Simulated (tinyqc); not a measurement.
# Random telegraph noise from one oxide trap in a small MOSFET: time constants and noise against gate voltage

An acceptor-like trap exchanges electrons with the channel. Inversion charge Q = Cox u, u = n Vt W0(exp((Vg - VT)/(n Vt))), W0 the Lambert function, n = nf, Cox = eps0 eox/tox; linear regime Id = (W/L) mu Q Vd. Relative to threshold the surface potential rises by Vt ln(u/u0) and the oxide voltage by the rest of Vg - VT, with u0 = n Vt W0(1).

N = Cox u/q; dpsi = Vt ln(u/u0); E = E0 - dpsi - (xt/tox)(Vg - VT - dpsi); capture time tc = 1/[(N/zi) vth s0 exp(-xt/lt - EB/Vt)]; emission time te = tc exp(-E/Vt); occupancy te/(tc + te). A = W L; threshold step dV = q (1 - xt/tox)/(Cox A); gm/Id = 1/(u + n Vt); relative step dI/I = (gm/Id) dV + asc mu/A. fc = (1/tc + 1/te)/(2 pi); rms = (dI/I) sqrt(tc te)/(tc + te).

Values chosen for this exercise; values of the order met in silicon transistors:
- T = 250 K (temperature)
- eox = 24.3 (relative permittivity of the gate insulator (close to zirconium oxide))
- tox = 3.3 nm (insulator thickness)
- xt = 1.6 nm (depth of the trap from the channel interface)
- E0 = 0.34 eV (trap level above the channel Fermi level at threshold)
- s0 = 7e-17 cm^2 (capture prefactor)
- EB = 0.4 eV (capture barrier (lattice relaxation))
- lt = 0.11 nm (tunnelling decay length)
- vth = 1.2e7 cm/s (thermal velocity)
- zi = 2.2 nm (thickness of the inversion layer)
- VT = 0.24 V (threshold voltage)
- nf = 1.31 (body factor)
- W = 24 nm (gate width)
- L = 49 nm (gate length)
- mu = 170 cm^2/(V s) (mobility)
- asc = 1.1e-15 V s (scattering coefficient of the charged trap)
- Vd = 0.1 V (drain voltage)

Constants: q = 1.602176634e-19 C, kB = 1.380649e-23 J/K, Vt = kB T/q, eps0 = 8.8541878128e-14 F/cm where lengths are in cm. Results are converted to the units shown.

Results:
```
Vg (V)     E (eV)  tc (s)    te (s)  occupancy  dI/I (%)    fc (Hz)  rms dI/I (%)
0.62      0.12279  4953.1    16.579  0.0033359    1.9064  0.0096322       0.10992
0.68     0.091886  4206.7    59.102   0.013855    1.8621  0.0027307       0.21766
0.74     0.061221  3650.5    212.91   0.055108    1.8284  7.9113e-4       0.41723
0.8      0.030741  3221.1    773.18    0.19357    1.8019  2.5525e-4       0.71194
0.86    4.0857e-4  2880.1    2825.9    0.49526    1.7806  1.1158e-4       0.89027
0.92    -0.029805  2603.0     10383    0.79955    1.7631  7.6472e-5       0.70585
0.98    -0.059919  2373.6     38312    0.94166    1.7485  7.1205e-5       0.40983
1.1      -0.11991  2016.4  5.2709e5    0.99619    1.7255  7.9231e-5       0.10632
```

Estimate the missing row, Vg = 1.04 V.

Computed row:
```
Vg (V)     E (eV)  tc (s)    te (s)  occupancy  dI/I (%)    fc (Hz)  rms dI/I (%)
1.04    -0.089951  2180.8  1.4189e5    0.98486    1.7361  7.4103e-5       0.21198
```

With this row back in the table: tc falls from 4950 to 2020 s as the channel fills and te rises from 16.6 to 5.27e5 s; they are equal at Vg = 0.861 V, where E = 0. The rms noise goes from 0.110 through a maximum of 0.890 (at Vg = 0.86 V among the rows listed) to 0.106 %. The slope -Vt d ln(tc/te)/dVg is 0.515 between the first two rows and 0.499 between the last two; it tends to xt/tox = 0.485 only when the surface potential stops moving.

Range of the model: VT is taken as given; short-channel effects and the uneven flow of current among few electrons are left out.

tinyqc, about 0.01 s, one thread, Intel Xeon 2.30GHz (shared host): `OMP_NUM_THREADS=1 python tinyqc.py 2710090 2710091 out.jsonl`
